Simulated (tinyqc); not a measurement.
Inside a calculation. Method: ROHF in the sto-6g basis, for Li, spin multiplicity 2. One step of it, computed by the program tinyqc.

Task: Iteration 2: building the Fock matrix. J_ij = sum D_kl (ij|kl) with D = D(alpha) + D(beta), K_ij = sum D_kl (ik|jl) for each spin; F = H + J - K(s); E = tr D H + tr D J / 2 - 0.5 sum_s tr D(s) K(s) + E_nn.

D(alpha) after iteration 1, order 1Li 1s, 1Li 2s, 1Li 2px, 1Li 2py, 1Li 2pz:
$$\begin{pmatrix}
1.058845 & -0.249614 & 0.000000 & 0.000000 & 0.000000 \\
-0.249614 & 1.058845 & 0.000000 & 0.000000 & 0.000000 \\
0.000000 & 0.000000 & 0.000000 & 0.000000 & 0.000000 \\
0.000000 & 0.000000 & 0.000000 & 0.000000 & 0.000000 \\
0.000000 & 0.000000 & 0.000000 & 0.000000 & 0.000000
\end{pmatrix}$$

D(beta) after iteration 1, order 1Li 1s, 1Li 2s, 1Li 2px, 1Li 2py, 1Li 2pz:
$$\begin{pmatrix}
0.990639 & 0.019076 & 0.000000 & 0.000000 & 0.000000 \\
0.019076 & 0.000367 & 0.000000 & 0.000000 & 0.000000 \\
0.000000 & 0.000000 & 0.000000 & 0.000000 & 0.000000 \\
0.000000 & 0.000000 & 0.000000 & 0.000000 & 0.000000 \\
0.000000 & 0.000000 & 0.000000 & 0.000000 & 0.000000
\end{pmatrix}$$

core Hamiltonian H = T + V (hartree), order 1Li 1s, 1Li 2s, 1Li 2px, 1Li 2py, 1Li 2pz:
$$\begin{pmatrix}
-4.450402 & -0.939085 & 0.000000 & 0.000000 & 0.000000 \\
-0.939085 & -1.093522 & 0.000000 & 0.000000 & 0.000000 \\
0.000000 & 0.000000 & -0.879985 & 0.000000 & 0.000000 \\
0.000000 & 0.000000 & 0.000000 & -0.879985 & 0.000000 \\
0.000000 & 0.000000 & 0.000000 & 0.000000 & -0.879985
\end{pmatrix}$$

Two-electron integrals (ij|kl) in chemists' order, unique and non-zero (hartree):
```
(11|11) 1.681247   (21|11) 0.242603   (21|21) 0.044507   (22|11) 0.397190
(22|21) 0.090279   (22|22) 0.290625   (31|31) 0.009437   (32|31) 0.014261
(32|32) 0.064236   (33|11) 0.397190   (33|21) 0.090279   (33|22) 0.290625
(33|33) 0.313125   (41|41) 0.009437   (42|41) 0.014261   (42|42) 0.064236
(43|43) 0.016875   (44|11) 0.397190   (44|21) 0.090279   (44|22) 0.290625
(44|33) 0.279374   (44|44) 0.313125   (51|51) 0.009437   (52|51) 0.014261
(52|52) 0.064236   (53|53) 0.016875   (54|54) 0.016875   (55|11) 0.397190
(55|21) 0.090279   (55|22) 0.290625   (55|33) 0.279374   (55|44) 0.279374
(55|55) 0.313125
```

nuclear repulsion = 0 hartree

Give: Coulomb J; exchange K(alpha); exchange K(beta); F(alpha); F(beta); total energy of this density.

Result:

Coulomb J (hartree), order 1Li 1s, 1Li 2s, 1Li 2px, 1Li 2py, 1Li 2pz:
$$\begin{pmatrix}
3.755 & 0.572 & 0.000 & 0.000 & 0.000 \\
0.572 & 1.080 & 0.000 & 0.000 & 0.000 \\
0.000 & 0.000 & 1.080 & 0.000 & 0.000 \\
0.000 & 0.000 & 0.000 & 1.080 & 0.000 \\
0.000 & 0.000 & 0.000 & 0.000 & 1.080
\end{pmatrix}$$

exchange K(alpha) (hartree), order 1Li 1s, 1Li 2s, 1Li 2px, 1Li 2py, 1Li 2pz:
$$\begin{pmatrix}
1.706 & 0.242 & 0.000 & 0.000 & 0.000 \\
0.242 & 0.310 & 0.000 & 0.000 & 0.000 \\
0.000 & 0.000 & 0.071 & 0.000 & 0.000 \\
0.000 & 0.000 & 0.000 & 0.071 & 0.000 \\
0.000 & 0.000 & 0.000 & 0.000 & 0.071
\end{pmatrix}$$

exchange K(beta) (hartree), order 1Li 1s, 1Li 2s, 1Li 2px, 1Li 2py, 1Li 2pz:
$$\begin{pmatrix}
1.675 & 0.249 & 0.000 & 0.000 & 0.000 \\
0.249 & 0.048 & 0.000 & 0.000 & 0.000 \\
0.000 & 0.000 & 0.010 & 0.000 & 0.000 \\
0.000 & 0.000 & 0.000 & 0.010 & 0.000 \\
0.000 & 0.000 & 0.000 & 0.000 & 0.010
\end{pmatrix}$$

F(alpha) (hartree), order 1Li 1s, 1Li 2s, 1Li 2px, 1Li 2py, 1Li 2pz:
$$\begin{pmatrix}
-2.402 & -0.609 & 0.000 & 0.000 & 0.000 \\
-0.609 & -0.323 & 0.000 & 0.000 & 0.000 \\
0.000 & 0.000 & 0.129 & 0.000 & 0.000 \\
0.000 & 0.000 & 0.000 & 0.129 & 0.000 \\
0.000 & 0.000 & 0.000 & 0.000 & 0.129
\end{pmatrix}$$

F(beta) (hartree), order 1Li 1s, 1Li 2s, 1Li 2px, 1Li 2py, 1Li 2pz:
$$\begin{pmatrix}
-2.371 & -0.616 & 0.000 & 0.000 & 0.000 \\
-0.616 & -0.061 & 0.000 & 0.000 & 0.000 \\
0.000 & 0.000 & 0.190 & 0.000 & 0.000 \\
0.000 & 0.000 & 0.000 & 0.190 & 0.000 \\
0.000 & 0.000 & 0.000 & 0.000 & 0.190
\end{pmatrix}$$

total energy of this density = -7.39986 hartree
